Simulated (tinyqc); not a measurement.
What moves the results: cyclotron resonance of ellipsoidal valleys, Ge type. A value that a table varies takes the place of the one given here.

Valleys along [111], [-111], [1-11], [11-1], mass ml along the axis and mt across it. B lies in the (1-10) plane, b = (sin(theta)/sqrt2, sin(theta)/sqrt2, cos(theta)). For the angle phi between B and the axis, 1/mc^2 = cos^2(phi)/mt^2 + sin^2(phi)/(mt ml). Resonance: h nu = 2 muB B/mc, h = 2 pi hbar.

Constants: hbar = 6.58211957e-16 eV s; muB = 5.788381798e-05 eV/T.

Inputs chosen for the exercise (near those of Ge; not measured data):

| symbol | value | unit | meaning |
|---|---|---|---|
| ml | 1.639 | m0 | longitudinal mass |
| mt | 0.084 | m0 | transverse mass |
| ths | (0, 10, 25, 35, 55, 70, 90) | degrees | angles |
| g1 | 13.4 |  | Luttinger gamma1 |
| g2 | 4.25 |  | gamma2 |
| g3 | 5.7 |  | gamma3 |
| theta | 10 | degrees | angle of B from [001] towards [110] |
| nu | 9.4 | GHz | microwave frequency |

## Rotating the field

mc against theta; [-111] and [1-11] stay equal in this plane.

Cyclotron masses (m0):

| theta (degrees) | [111] | [-111] | [11-1] |
|---|---|---|---|
| 0 | 0.1386 | 0.1386 | 0.1386 |
| 10 | 0.1154 | 0.1404 | 0.1775 |
| 25 | 0.0959 | 0.1506 | 0.2945 |
| 35 | 0.0889 | 0.1637 | 0.3710 |
| 55 | 0.0840 | 0.2132 | 0.2104 |
| 70 | 0.0869 | 0.2828 | 0.1401 |
| 90 | 0.1016 | 0.3710 | 0.1016 |

What does this show?

All valleys give one line at theta = 0, B along [001], with mc = 0.1386. The [111] valley reaches mt at 54.7 degrees, and [11-1] reaches its largest value sqrt(ml mt) = 0.3710 at 35.3 degrees, where B is perpendicular to it; the listed maximum of that branch is 0.3710. The pair [-111], [1-11] reaches the same value at 90 degrees.

## Heavy and light holes (cyclotron masses of warped hole bands)

E = c k^2 f(n) with f = g1 -/+ 2 sqrt(g2^2 + 3 (g3^2 - g2^2)(nx^2 ny^2 + ny^2 nz^2 + nz^2 nx^2)). For the orbit through k = 0 perpendicular to b = (sin(theta)/sqrt2, sin(theta)/sqrt2, cos(theta)), mc is the mean of 1/f over the directions n in that plane (180 evenly spaced angles). Quantum effects of the lowest levels are left out.

Cyclotron masses (m0):

| theta (degrees) | heavy | light |
|---|---|---|
| 0 | 0.2799 | 0.0434 |
| 10 | 0.2873 | 0.0432 |
| 25 | 0.3231 | 0.0424 |
| 35 | 0.3529 | 0.0419 |
| 55 | 0.3772 | 0.0414 |
| 70 | 0.3733 | 0.0416 |
| 90 | 0.3703 | 0.0420 |

How do the results move?

The heavy mass varies by 35 % over the table, with its largest listed value at 55 degrees ([111] lies at 54.7) and its smallest at 0; the light mass varies by 4.9 %. The warping term enters both with the same size, but it is set against a small inverse mass in one and a large one in the other (along [111], g1 - 2 g3 = 2.00 and g1 + 2 g3 = 24.80).

## What each parameter does

Resonance fields B = h nu mc/(2 muB) of the valleys [111], [-111] and [11-1]. Each row changes one parameter from the base and keeps the others.

Results:

| case | [111] (T) | [-111] (T) | [11-1] (T) |
|---|---|---|---|
| base | 0.0387 | 0.0471 | 0.0596 |
| ml = 1.885 m0 | 0.0389 | 0.0474 | 0.0603 |
| mt = 0.092 m0 | 0.0423 | 0.0514 | 0.0647 |
| theta = 14 degrees | 0.0365 | 0.0477 | 0.0672 |
| nu = 10.34 GHz | 0.0426 | 0.0519 | 0.0655 |

What does this show?

The largest shifts from the base row, up to three for each result and ties (the steps differ in size, so this ranks the rows, not the parameters). [111] (T): nu +0.0039, mt +0.0036, theta -0.0022. [-111] (T): nu +0.0047, mt +0.0043, theta +0.0006. [11-1] (T): theta +0.0076, nu +0.0060, mt +0.0051.

(tinyqc, `OMP_NUM_THREADS=1 python tinyqc.py 1251570 1251571 out.jsonl`, Intel(R) Xeon(R) Processor @ 2.30GHz, 1 thread, shared host, about 0.01 s.)
